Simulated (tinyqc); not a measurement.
Threshold-voltage variability of a planar MOSFET, analytic estimates: two steps of the calculation.

Three independent sources add in quadrature: random dopants in the depleted layer, metal-gate grains of two orientations, and roughness of the two gate edges acting through the roll-off VT = VT(long) - Vr exp(-L/l). These are first-order estimates: no three-dimensional electrostatics, no percolation.

Values chosen for this exercise; material values close to those of germanium: gate length L = 45 nm; gate width W = 89 nm; metal grain size G = 7 nm; work-function difference of the two grain orientations dW = 0.15 eV; share of the orientation of higher work function p = 0.6; rms roughness of one gate edge De = 1.9 nm; correlation length of the roughness La = 20 nm; decay length of the threshold roll-off l = 9.7 nm; prefactor of the roll-off Vr = 2.4 V; number of cells Nb = 33554432; wanted yield Y = 0.84.

Question 1. Metal grains and edge roughness. Grains: Ng = L W/G^2 (at least 1), s2 = dW sqrt(p (1 - p)/Ng). Edges, with exponential correlation and u = W/La: the mean gate length has sL^2 = 2 De^2 (2/u)[1 - (1 - exp(-u))/u]; s3 = sL (Vr/l) exp(-L/l).

Give: Ng; s2; sL; dVT/dL; s3.

Answer 1.

Ng = 81.735
s2 = 8.1282 mV
sL = 1.5888 nm
dVT/dL = 2.3915 mV/nm
s3 = 3.7996 mV

Question 2. Margin in standard deviations for the wanted yield. Cells fail independently with probability Q(k) = erfc(k/sqrt(2))/2 when the margin is k standard deviations, and Y = exp(-Nb Q(k)). phi = exp(-k^2/2)/sqrt(2 pi). Newton steps on ln Q(k) = ln(-ln(Y)/Nb): k(new) = k + [ln Q - ln(-ln(Y)/Nb)] Q/phi.

k at the start = 4

Wanted: Q(k); phi; k after iteration 1.

Answer 2.

Q(k) = 3.1671e-5
phi = 1.3383e-4
k after iteration 1 = 6.0625

Numbers from tinyqc (`OMP_NUM_THREADS=1 python tinyqc.py 2090110 2090111 out.jsonl`; about 0.01 s on one thread of a shared Intel Xeon 2.30GHz).
